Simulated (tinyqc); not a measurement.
What moves the efficiency: defect, radiative and Auger recombination at equal electron and hole densities (ABC model).

J/(e d) = Ae n + B n^2 + C n^3 with Ae = A + 4 S/w (four side walls, carriers spread evenly), e = 1.602176634e-19 C, lengths in cm; internal efficiency IQE = B n^2/(Ae n + B n^2 + C n^3); all injected carriers recombine in the layer.

Inputs chosen for the exercise (orders of magnitude like those quoted for InGaAs; the results hold for these values, not for the real material):

| symbol | value | unit | meaning |
|---|---|---|---|
| A | 6000000 | 1/s | defect rate |
| B | 1.3e-10 | cm^3/s | radiative coefficient |
| C | 7.7e-29 | cm^6/s | Auger coefficient |
| S | 0 | cm/s | recombination velocity of the side walls |
| w | 5.2 | micrometre | side of the square mesa |
| d | 32 | nm | active thickness |
| J | 51 | A/cm^2 | current density |

IQE_max = Q/(Q + 2) with Q = B/sqrt(Ae C), reached at n = sqrt(Ae/C).

Results for these values:

| case | n (1/cm^3) | IQE | IQE_max | J at the peak (A/cm^2) |
|---|---|---|---|---|
| base | 7.169e+17 | 0.6716 | 0.7515 | 6.91 |

What happens to each result for d = 64 nm, all else kept?

Answer: n falls from 7.169e+17 to 5.231e+17; IQE rises from 0.6716 to 0.7153; IQE_max does not change at the printed digits; J at the peak rises from 6.91 to 13.8.

The same for each parameter in turn:

| case | n (1/cm^3) | IQE | IQE_max | J at the peak (A/cm^2) |
|---|---|---|---|---|
| base | 7.169e+17 | 0.6716 | 0.7515 | 6.91 |
| A = 12000000 1/s | 7.031e+17 | 0.6461 | 0.6814 | 15.2 |
| B = 1.95e-10 cm^3/s | 6.272e+17 | 0.7712 | 0.8194 | 9.51 |
| C = 1.54e-28 cm^6/s | 6.455e+17 | 0.5446 | 0.6814 | 3.81 |
| d = 64 nm | 5.231e+17 | 0.7153 | 0.7515 | 13.8 |
| J = 153 A/cm^2 | 1.154e+18 | 0.5802 | 0.7515 | 6.91 |

Program tinyqc; command `OMP_NUM_THREADS=1 python tinyqc.py 1680443 1680444 out.jsonl`; about 0.01 s on one thread of a shared Intel(R) Xeon(R) Processor @ 2.30GHz.
